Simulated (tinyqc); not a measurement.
What each parameter does: shallow donor in an anisotropic valley (effective-mass theory).

One valley: H = -c [(d2/dx2 + d2/dy2)/mt + (d2/dz2)/ml] - q/(eps r), c = hbar^2/2m0, q = e^2/(4 pi eps0). Trial function exp(-sqrt((x^2 + y^2)/a^2 + z^2/b^2)) with a > b: T = (c/3)(2/(mt a^2) + 1/(ml b^2)), V = -(q/eps) atan(u/b)/u, u = sqrt(a^2 - b^2). The central cell of the impurity is left out.

Constants: hbar^2/2m0 = 3.80998211 eV angstrom^2; e^2/(4 pi eps0) = 14.39964547 eV angstrom.

Inputs chosen for the exercise (out of a larger set: near those of 3C SiC; not measured data):
```
symbol  value  unit  meaning
ml      0.691  m0    longitudinal mass
mt      0.245  m0    transverse mass
eps     9.5          dielectric constant
```

The minimum of the trial energy.

One parameter was then changed.

Results before and after:
```
case     E (meV)  a (angstrom)  b (angstrom)    b/a
base      -50.47         16.77         11.62  0.693
changed   -54.17         15.48         11.10  0.717
```

Which of these changes was made? (a) eps = 8.6; (b) mt = 0.27 m0; (c) ml = 0.553 m0.
Answer: (b) mt = 0.27 m0. Of the candidates, run in turn, only this one gives the changed row.

All candidates:
```
case           E (meV)  a (angstrom)  b (angstrom)    b/a
base            -50.47         16.77         11.62  0.693
ml = 0.553 m0   -47.46         17.45         13.08  0.749
mt = 0.27 m0    -54.17         15.48         11.10  0.717
eps = 8.6       -61.59         15.18         10.52  0.693
```

eps only rescales the solution (E as 1/eps^2, lengths as eps), so b/a depends on ml/mt alone.

tinyqc: `OMP_NUM_THREADS=1 python tinyqc.py 1280196 1280197 out.jsonl`; about 0.01 s, one thread, shared Intel(R) Xeon(R) Processor @ 2.30GHz.
